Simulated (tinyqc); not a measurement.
Inside a calculation: six-band Luttinger-Kohn model with strain. Values are carried at full precision from step to step, so a last printed digit may differ when a step is redone from the rounded ones.

Constants: hbar^2/2m0 = 3.80998211 eV angstrom^2.

Inputs chosen for the exercise (near those of Si; shifted at random, so the results belong to these values and not to a real crystal): C11 = 167.1 GPa; C12 = 63.8 GPa; C44 = 81.7 GPa; load = uniaxial [110] (kind of stress); X = -1.71 GPa (stress); Dso = 0.044 eV (spin-orbit splitting); g1 = 4.28 (Luttinger gamma1); g2 = 0.34 (gamma2); g3 = 1.45 (gamma3); av = 2.44 eV (valence hydrostatic potential); b = -2.04 eV (tetragonal shear potential); d = -4.69 eV (trigonal shear potential); k = (-0.044, 0.018, 0.029) 1/angstrom (wave vector); kmax = 0.12 1/angstrom (end of the path).

## Strain from a uniaxial [110] stress

s11 = (C11 + C12)/((C11 - C12)(C11 + 2 C12)), s12 = -C12/((C11 - C12)(C11 + 2 C12)), s44 = 1/C44; exx = s11 sxx + s12 (syy + szz) and cyclic, exy = s44 sxy/2; tension is positive. A uniaxial stress X along the unit vector n is s_ij = X n_i n_j.

s11, s12, s44 (1/TPa): 7.5848  -2.0958  12.2399

strain tensor:
```
           x          y         z
x  -0.004693  -0.005233  0.000000
y  -0.005233  -0.004693  0.000000
z   0.000000   0.000000  0.003584
```

The volume changes by -0.580 %; there is shear in the cubic axes, so d enters.

## The terms P, Q, R, S at one k

P = c g1 k^2 - av tr(e); Q = c g2 (kx^2 + ky^2 - 2 kz^2) - (b/2)(exx + eyy - 2 ezz); R = c sqrt3 [-g2 (kx^2 - ky^2) + 2i g3 kx ky] + (sqrt3/2) b (exx - eyy) - i d exy; S = 2 c sqrt3 g3 (kx - i ky) kz - d (exz - i eyz); c = hbar^2/2m0, e the strain tensor (not engineering shear).

Form the four terms.

Terms (eV):
```
term             from k  from strain
P               0.05057      0.01416
Q               0.00075     -0.01688
R     -0.00362-0.01516i    -0.02454i
S     -0.02442-0.00999i      0.00000
```

## The Hamiltonian

Six-band Luttinger-Kohn model in the basis |3/2,3/2>, |3/2,1/2>, |3/2,-1/2>, |3/2,-3/2>, |1/2,1/2>, |1/2,-1/2>, electron energies, zero at the top of the unstrained valence band. H = -[rows: (P+Q, -S, R, 0, -S/r2, r2 R); (-S*, P-Q, 0, R, -r2 Q, r32 S); (R*, 0, P-Q, S, r32 S*, r2 Q); (0, R*, S*, P+Q, -r2 R*, -S*/r2); (-S*/r2, -r2 Q, r32 S, -r2 R, P+Dso, 0); (r2 R*, r32 S*, r2 Q, -S/r2, 0, P+Dso)], r2 = sqrt(2), r32 = sqrt(3/2). Levels are twofold.

Each term is the sum of its two parts.

H(k) (eV), lower triangle (Hermitian):
```
                  3/2,3/2         3/2,1/2        3/2,-1/2         3/2,-3/2  1/2,1/2  1/2,-1/2
3/2,3/2           -0.0486
3/2,1/2   -0.0244+0.0100i         -0.0809
3/2,-1/2   0.0036-0.0397i               0         -0.0809
3/2,-3/2                0  0.0036-0.0397i  0.0244-0.0100i          -0.0486
1/2,1/2   -0.0173+0.0071i         -0.0228  0.0299+0.0122i  -0.0051-0.0561i  -0.1087
1/2,-1/2   0.0051-0.0561i  0.0299-0.0122i          0.0228  -0.0173-0.0071i        0   -0.1087
```

## Levels and their make-up

Diagonalise H. The weights add +m and -m and are averaged over each pair; m is taken along z.

levels from the top, each twofold (eV): 0.0113  -0.0788  -0.1707

weights:
```
               top  second  third
|3/2,+-3/2>  0.579   0.182  0.239
|3/2,+-1/2>  0.224   0.535  0.241
|1/2,+-1/2>  0.197   0.283  0.519
```

The top pair is 58 % |3/2,+-3/2>, the second pair is 53 % |3/2,+-1/2> and the third pair is 52 % |1/2,+-1/2>.

## Band edges at k = 0
Diagonalise H at k = 0. The weights add +m and -m (m along z) and are averaged over each pair.

edges from the top (eV): 0.0346  -0.0434  -0.0777

weights at k = 0:
```
               top  second  third
|3/2,+-3/2>  0.630   0.282  0.088
|3/2,+-1/2>  0.200   0.706  0.094
|1/2,+-1/2>  0.170   0.012  0.818
```

The stress splits the top two pairs by 78.0 meV, 3.02 times kT at 300 K (25.85 meV); the third lies 112.2 meV below the top, against Dso = 44 meV without stress.

## Hole masses at the edges

Curvature at k = 0: m/m0 = -2 c h^2/(E(h u) + E(-h u) - 2 E(0)) with h = 0.0002 1/angstrom along the unit vector u.

Hole masses (m0):
```
direction    top  second  third
[110]      0.115   0.638  0.390
[1-10]     2.015   0.145  0.183
[100]      0.217   0.237  0.249
[001]      0.275   0.228  0.208
```

Of the directions listed, the top pair is lightest along [110] (0.115) and heaviest along [1-10] (2.015). These masses hold only for hole energies well below the splitting of 78 meV.

## Bands along [110] and [001]

Six points from 0 to kmax in each direction.

Levels (eV):
```
direction  |k| (1/angstrom)      top   second    third  top, no stress  second, no stress
[110]                 0.000   0.0346  -0.0434  -0.0777          0.0000             0.0000
[110]                 0.024   0.0156  -0.0465  -0.0837         -0.0034            -0.0139
[110]                 0.048  -0.0370  -0.0567  -0.1055         -0.0101            -0.0450
[110]                 0.072  -0.0554  -0.1244  -0.1603         -0.0161            -0.0861
[110]                 0.096  -0.0615  -0.1880  -0.2879         -0.0218            -0.1415
[110]                 0.120  -0.0677  -0.2600  -0.4633         -0.0279            -0.2125
[001]                 0.000   0.0346  -0.0434  -0.0777          0.0000             0.0000
[001]                 0.024   0.0266  -0.0529  -0.0884         -0.0079            -0.0108
[001]                 0.048   0.0027  -0.0801  -0.1218         -0.0316            -0.0418
[001]                 0.072  -0.0370  -0.1226  -0.1804         -0.0711            -0.0889
[001]                 0.096  -0.0925  -0.1799  -0.2650         -0.1264            -0.1490
[001]                 0.120  -0.1638  -0.2521  -0.3751         -0.1975            -0.2226
```

## Checks

- Levels against the same model in the basis X, Y, Z times spin: they agree to 1e-10 or better.

Run: tinyqc, `OMP_NUM_THREADS=1 python tinyqc.py 1080484 1080485 out.jsonl`; Intel(R) Xeon(R) Processor @ 2.30GHz, one thread, shared host; about 0.08 s of CPU time with all checks.
